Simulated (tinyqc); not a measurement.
Convergence with the basis: effective-mass impurity with a central-cell term, in a basis of Slater functions. Computed by tinyqc, a small Python program. Command: `OMP_NUM_THREADS=1 python tinyqc.py 3023468 3023469 out.jsonl centralcell walk`. One thread of a shared host (Intel(R) Xeon(R) Processor @ 2.30GHz), about 0.01 s of CPU time with the checks.

The envelope obeys H = -nabla^2 - (2/r) [Z + A exp(-kappa r)] in effective units, with kappa = a*/lambda; positive A deepens the well near the core.

Inputs (values chosen for the exercise, with mass and screening modelled on InAs): effective mass m = 0.0268 m_0; dielectric constant eps = 15.2; charge Z of the core = 1; central-cell strength A = 120; central-cell range lambda = 0.71 angstrom; smallest exponent zeta_1 = 0.37 1/a*; ratio beta of exponents = 2.7.

Impurity: donor, one isotropic band.

Constants: Ry = 13.605693123 eV; a_0 = 0.529177210903 angstrom.

Method:
- Units: Ry* = Ry m/eps^2 and a* = a_0 eps/m, with m in m_0.
- kappa = a*/lambda; the hydrogenic ground state is bound by Z^2 Ry*.
- For s functions exp(-zeta r), with s = zeta_i + zeta_j: S = 2/s^3, T = zeta_i zeta_j S, V = -2 Z/s^2, W = -2 A/(s + kappa)^2; each function is normalised by dividing by sqrt(S_ii S_jj).
- Large basis: zeta_i = 0.06 x 1.6^(i-1), i = 1..22, same formulas; for p functions r exp(-zeta r): S = 24/s^5, T = zeta_i zeta_j S (centrifugal term included), V = -12 Z/s^4, W = -12 A/(s + kappa)^4; overlap eigenvalues below 1e-11 are dropped.
- Binding energies are -E Ry*; the effective quantum number is nu = Z/sqrt(-E); |psi(0)|^2 is given relative to the hydrogenic Z^3/(pi a*^3).
- zeta_i = zeta_1 beta^(i-1), i = 1..n.
- The error is the lowest level above the large-basis value.

kappa = 422.719 1/a*

Ry* = 1.57822 meV

1s binding energy = 1.59045 meV

Error of the 1s level:
```
n  error (meV)  largest exponent (1/a*)
1   6.3820e-01               3.7000e-01
2   3.8240e-03               9.9900e-01
3   3.6123e-03               2.6973e+00
4   3.4045e-03               7.2827e+00
5   2.7882e-03               1.9663e+01
6   1.6469e-03               5.3091e+01
7   3.0737e-04               1.4335e+02
8   1.2224e-05               3.8703e+02
```

What follows from these numbers?

The error falls from 0.638 to 1.22e-5 meV. It is still falling at n = 8, where the largest exponent has not yet passed kappa by much.

Extremes, crossings and ranges named in words are read from the listed rows.
